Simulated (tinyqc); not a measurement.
# Nanowire ballistic transistor, top-of-the-barrier model: what changes with what

At the top of the source barrier, states moving towards the drain are filled by the source (Fermi level 0) and states moving back by the drain (Fermi level -q Vd); nothing scatters. U is the shift of the band edge there, set by the capacitances CG, CD and CS (the total) and by the charge. Parabolic one-dimensional subband; the source is grounded.

Values chosen for this exercise; mass and valleys close to those of a monolayer dichalcogenide: temperature T = 400 K; effective mass m = 0.479 m0; valley degeneracy gv = 2; relative permittivity of the gate insulator eox = 3.9; insulator thickness tox = 3.3 nm; wire diameter d = 3 nm; gate control CG/CS aG = 0.82; drain control CD/CS aD = 0.104; band edge at the barrier top above the source Fermi level at zero bias E0 = 0.39 eV; drain voltage Vd = 0.5 V.

Constants: q = 1.602176634e-19 C, kB = 1.380649e-23 J/K, hbar = 1.054571817e-34 J s, h = 6.62607015e-34 J s, m0 = 9.1093837015e-31 kg, Vt = kB T/q, eps0 = 8.8541878128e-14 F/cm where lengths are in cm. Results are converted to the units shown.

Each table varies one quantity; the others keep the values above.

## Output curve

N0 = gv sqrt(2 m kB T/pi)/hbar, CG = 2 pi eps0 eox/ln(1 + 2 tox/d), CS = CG/aG, n0 = n at U = 0 and Vd = 0. eta1 = -(E0 + U)/Vt, eta2 = eta1 - Vd/Vt, n = (N0/2)[F_(-1/2)(eta1) + F_(-1/2)(eta2)], F_(-1/2)(x) = (1/sqrt(pi)) int_0^infinity u^(-1/2)/(1 + exp(u - x)) du. U = UL + q (n - n0)/CS with UL = -(aG Vg + aD Vd), energies in eV. I = gv (2 q^2/h) Vt [ln(1 + exp eta1) - ln(1 + exp eta2)]. CQ = (q/Vt) dn/d(eta1).

In this table Vg = 0.5 V.

Output curve:
```
Vd (V)     eta1  n (cm^-1)  I (uA)  mean velocity I/(q n) (cm/s)  CQ/CS
0.01     -1.656    1.109e6  0.2202                       1.239e6  2.031
0.025    -1.525    1.067e6  0.5167                       3.022e6  1.946
0.05     -1.361    1.024e6  0.9077                       5.534e6  1.831
0.1      -1.176    1.007e6   1.346                       8.338e6  1.729
0.15     -1.084    1.036e6   1.533                       9.234e6  1.737
0.2      -1.020    1.079e6   1.639                       9.484e6  1.783
0.3     -0.9109    1.173e6   1.805                       9.606e6  1.898
0.4     -0.8087    1.270e6   1.968                       9.668e6  2.015
0.6     -0.6156    1.471e6   2.307                       9.788e6  2.237
0.8     -0.4349    1.678e6   2.666                       9.916e6  2.441
```

What does the table show?

The current rises from 0.220 to 2.67 uA; n goes from 1.11e6 through a minimum of 1.01e6 (at Vd = 0.1 V among the rows listed) to 1.68e6 cm^-1 and eta1 rises from -1.66 to -0.435. The resistance in the first row is 45.4 kohm, against h/(2 q^2 gv) = 6.45 kohm for one open subband, though nothing scatters in the channel. The current passes 90 % of its last value at Vd = 0.8 V among the rows, where eta2 = -24; returning states are gone from Vd = 0.3 V on (eta2 < -7), and from there the drain control aD lifts eta1 from -0.911 to -0.435.

## Transfer curve

Same model as above.

CQ = (q/Vt) dn/d(eta1).

Transfer curve:
```
Vg (V)     eta1  n (cm^-1)    I (uA)  mean velocity I/(q n) (cm/s)     CQ/CS
0        -9.806      204.7  2.944e-4                       8.976e6  4.182e-4
0.09     -7.668       1736  0.002496                       8.977e6  0.003545
0.17     -5.785    1.139e4   0.01639                       8.982e6   0.02323
0.26     -3.789    8.266e4    0.1194                       9.018e6    0.1663
0.35     -2.235    3.697e5    0.5430                       9.166e6    0.7035
0.44     -1.213    9.173e5     1.391                       9.464e6     1.565
0.52    -0.5623    1.530e6     2.409                       9.824e6     2.298
0.61    0.02957    2.289e6     3.782                       1.031e7     2.911
0.7      0.5510    3.081e6     5.374                       1.089e7     3.264
```

What does the comparison show?

The current rises from 2.94e-4 to 5.37 uA. Between the first two rows the swing is 96.9 mV a decade, against Vt ln 10/aG = 96.8. CQ/CS goes from 4.2e-4 to 3.3, so a volt on the gate moves the band edge by 0.82 eV in the first row and 0.19 eV in the last: the gate charge is limited by the insulator. The mean velocity rises from 8.98e6 to 1.09e7 cm/s.

## Effect of the band edge at the barrier top above the source Fermi level at zero bias

Same model as above.

CQ = (q/Vt) dn/d(eta1).

In this table Vg = 0.5 V, Vd = 0.5 V.

Effect of the band edge at the barrier top above the source Fermi level at zero bias:
```
E0 (eV)     eta1  n (cm^-1)  I (uA)  mean velocity I/(q n) (cm/s)  CQ/CS
0.1        1.575    4.762e6   9.417                       1.234e7  3.319
0.15       1.103    3.985e6   7.422                       1.162e7  3.387
0.2       0.7370    3.382e6   6.025                       1.112e7  3.334
0.25      0.3886    2.825e6   4.841                       1.069e7  3.178
0.3      0.02868    2.287e6   3.780                       1.031e7  2.910
0.35     -0.3615    1.767e6   2.824                       9.972e6  2.522
0.4      -0.8048    1.274e6   1.974                       9.670e6  2.019
0.45      -1.338    8.252e5   1.244                       9.412e6  1.434
```

As E0 goes from 0.1 to 0.45 eV, n falls from 4.76e6 to 8.25e5 cm^-1, the mean velocity falls from 1.23e7 to 9.41e6 cm/s and the current falls from 9.42 to 1.24 uA. CQ/CS goes from 3.3 to 1.4.

Program tinyqc, `OMP_NUM_THREADS=1 python tinyqc.py 2400161 2400162 out.jsonl`; Intel Xeon 2.30GHz, shared host, one thread, about 0.04 s.
